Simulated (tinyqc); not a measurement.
Worked calculation: plane-wave Kohn-Sham cycle with exchange-only LDA in a layered model solid. Computed by tinyqc, a small Python program that keeps every step. Settings: points = 16, plane-wave index or count = 3, electrons = 2, k points = 4, area = 9.0, mixing = 0.8, iteration cap = 70, Kerker q0 = 0.63. Command: `OMP_NUM_THREADS=1 python tinyqc.py 21055 21056 out.jsonl` (the two numbers bound the seeds that draw the settings). One thread of a shared host (Intel(R) Xeon(R) Processor @ 2.60GHz), about 0.06 s of CPU time with the checks. Later iterations appear only in the table of the cycle.

## Iteration 1: potential

A solid whose potential varies along x alone (atomic units):
```
parameter                      value
period a                    8.400000
cross-section of the cell   9.000000
electrons per cell                 2
grid points                       16
plane waves -n..n, n               3
k points                           4
V1 in V1 cos(2 pi x/a)     -0.400000
```

density at the start, on the grid x_j = j a/N (e/bohr^3): 0.02645503  0.02645503  0.02645503  0.02645503  0.02645503  0.02645503  0.02645503  0.02645503  0.02645503  0.02645503  0.02645503  0.02645503  0.02645503  0.02645503  0.02645503  0.02645503

V_H(G) = 4 pi rho(G)/G^2 for G != 0 (uniform background); v_x = -(3 rho/pi)^(1/3); V = V_ext + V_H + v_x; Fourier components f(G_m) = (1/N) sum_j f(x_j) exp(-i G_m x_j).

Potentials on the grid (hartree):
```
x             V_ext       V_H        v_x          V
0.000000  -0.400000  0.000000  -0.293422  -0.693422
0.525000  -0.369552  0.000000  -0.293422  -0.662974
1.050000  -0.282843  0.000000  -0.293422  -0.576265
1.575000  -0.153073  0.000000  -0.293422  -0.446496
2.100000          0  0.000000  -0.293422  -0.293422
2.625000   0.153073  0.000000  -0.293422  -0.140349
3.150000   0.282843  0.000000  -0.293422  -0.010580
3.675000   0.369552  0.000000  -0.293422   0.076129
4.200000   0.400000  0.000000  -0.293422   0.106578
4.725000   0.369552  0.000000  -0.293422   0.076129
5.250000   0.282843  0.000000  -0.293422  -0.010580
5.775000   0.153073  0.000000  -0.293422  -0.140349
6.300000          0  0.000000  -0.293422  -0.293422
6.825000  -0.153073  0.000000  -0.293422  -0.446496
7.350000  -0.282843  0.000000  -0.293422  -0.576265
7.875000  -0.369552  0.000000  -0.293422  -0.662974
```

V(G_m), m = 0, 1, 2, ... (hartree): -0.293422  -0.200000  0.000000  0.000000  0.000000  0.000000  0.000000

## Iteration 1: Hamiltonian at one k

k = 0.125000 2 pi / a

H(m,m') = (k + G_m)^2/2 delta + V(G_m - G_m'), with V(-G) = V(G).

H (hartree):
```
           -3         -2         -1         +0         +1         +2         +3
-3   2.018892  -0.200000   0.000000   0.000000   0.000000   0.000000   0.000000
-2  -0.200000   0.690076  -0.200000   0.000000   0.000000   0.000000   0.000000
-1   0.000000  -0.200000  -0.079238  -0.200000   0.000000   0.000000   0.000000
+0   0.000000   0.000000  -0.200000  -0.289051  -0.200000   0.000000   0.000000
+1   0.000000   0.000000   0.000000  -0.200000   0.060637  -0.200000   0.000000
+2   0.000000   0.000000   0.000000   0.000000  -0.200000   0.969827  -0.200000
+3   0.000000   0.000000   0.000000   0.000000   0.000000  -0.200000   2.438518
```

## Iteration 1: levels at that k

Diagonalise the Hermitian matrix.

eigenvalues (hartree): -0.477486  -0.071375  0.144416  0.712780  0.987014  2.048749  2.465563

## Iteration 1: new density

Motion across x is left out: the lowest 1 band(s) hold two electrons at each of the k points (j + 1/2)/nk - 1/2. Residual R = rho(out) - rho(in); rho(new) = rho(in) + 0.8 R, with R(G) scaled by G^2/(G^2 + 0.63^2) (Kerker). rho(out) = 2/(a A nk) sum |psi|^2 with psi = sum c exp(i G x). Harris energy E = band energy - dV sum rho (V_H/2 + v_x) + (3/4) dV sum rho v_x with rho(in), dV = a A/N, band energy = (2/nk) sum of the filled levels.

rho(out) (e/bohr^3): 0.08045237  0.07144775  0.05025684  0.02839315  0.01322394  0.00528127  0.00190802  0.00069794  0.00041026  0.00069794  0.00190802  0.00528127  0.01322394  0.02839315  0.05025684  0.07144775

density after iteration 1 (e/bohr^3): 0.05551311  0.04984497  0.03691849  0.02460596  0.01749671  0.01523373  0.01542071  0.01613544  0.01645527  0.01613544  0.01542071  0.01523373  0.01749671  0.02460596  0.03691849  0.04984497

energy per cell = -0.80551834 hartree

## Iteration 2: potential

As before.

Potentials on the grid (hartree):
```
x             V_ext        V_H        v_x          V
0.000000  -0.400000   0.447684  -0.375655  -0.327971
0.525000  -0.369552   0.399066  -0.362408  -0.332893
1.050000  -0.282843   0.271590  -0.327898  -0.339150
1.575000  -0.153073   0.107635  -0.286420  -0.331859
2.100000          0  -0.051499  -0.255648  -0.307147
2.625000   0.153073  -0.181030  -0.244114  -0.272071
3.150000   0.282843  -0.272391  -0.245109  -0.234657
3.675000   0.369552  -0.325671  -0.248838  -0.204957
4.200000   0.400000  -0.343084  -0.250472  -0.193556
4.725000   0.369552  -0.325671  -0.248838  -0.204957
5.250000   0.282843  -0.272391  -0.245109  -0.234657
5.775000   0.153073  -0.181030  -0.244114  -0.272071
6.300000          0  -0.051499  -0.255648  -0.307147
6.825000  -0.153073   0.107635  -0.286420  -0.331859
7.350000  -0.282843   0.271590  -0.327898  -0.339150
7.875000  -0.369552   0.399066  -0.362408  -0.332893
```

V(G_m), m = 0, 1, 2, ... (hartree): -0.285437  -0.035272  0.011639  0.001620  0.000737  0.000050  -0.000043

## Iteration 2: Hamiltonian at one k

k = 0.125000 2 pi / a

As before.

H (hartree):
```
           -3         -2         -1         +0         +1         +2         +3
-3   2.026877  -0.035272   0.011639   0.001620   0.000737   0.000050  -0.000043
-2  -0.035272   0.698061  -0.035272   0.011639   0.001620   0.000737   0.000050
-1   0.011639  -0.035272  -0.071253  -0.035272   0.011639   0.001620   0.000737
+0   0.001620   0.011639  -0.035272  -0.281066  -0.035272   0.011639   0.001620
+1   0.000737   0.001620   0.011639  -0.035272   0.068622  -0.035272   0.011639
+2   0.000050   0.000737   0.001620   0.011639  -0.035272   0.977812  -0.035272
+3  -0.000043   0.000050   0.000737   0.001620   0.011639  -0.035272   2.446503
```

## Iteration 2: levels at that k

As before.

eigenvalues (hartree): -0.289977  -0.069370  0.072260  0.698890  0.978448  2.027889  2.447416

## Iteration 2: new density

As before.

rho(out) (e/bohr^3): 0.04346926  0.04223317  0.03856286  0.03281254  0.02597152  0.01944276  0.01438780  0.01133164  0.01032660  0.01133164  0.01438780  0.01944276  0.02597152  0.03281254  0.03856286  0.04223317

density after iteration 2 (e/bohr^3): 0.04726415  0.04472051  0.03824884  0.03036129  0.02322891  0.01791464  0.01455876  0.01282367  0.01230304  0.01282367  0.01455876  0.01791464  0.02322891  0.03036129  0.03824884  0.04472051

energy per cell = -0.53452703 hartree

## Convergence

Stop when sqrt(dV sum R^2) is below 1e-8, dV = a A/N.

Course of the cycle:
```
iteration  E (hartree)  norm of the residual
1          -0.80551834              2.44e-01
2          -0.53452703              5.61e-02
3          -0.53255115              1.54e-02
4          -0.53233892              9.26e-03
5          -0.53232114              6.99e-03
6          -0.53229606              6.53e-03
7          -0.53228640              5.93e-03
8          -0.53227123              5.45e-03
9          -0.53226373              5.00e-03
10         -0.53225348              4.58e-03
11         -0.53224789              4.20e-03
...                ...                   ...
60         -0.53381752              3.22e-02
61         -0.53707105              5.54e-02
62         -0.54590475              9.02e-02
63         -0.56501664              1.32e-01
64         -0.59188590              1.68e-01
65         -0.61268248              1.87e-01
66         -0.62135895              1.94e-01
67         -0.62368142              1.96e-01
68         -0.62420141              1.96e-01
69         -0.62430604              1.97e-01
70         -0.62432684              1.97e-01
```

Not converged within 70 iterations: the residual wanders without falling. Reruns (cap 100 unless said): mixing 0.1: not converged; mixing 0.5, Kerker q0 1.0: converged in 39 (E = -0.53221); mixing 0.3, Pulay depth 5: converged in 21 (E = -0.53221); the original settings with a cap of 400: not converged.
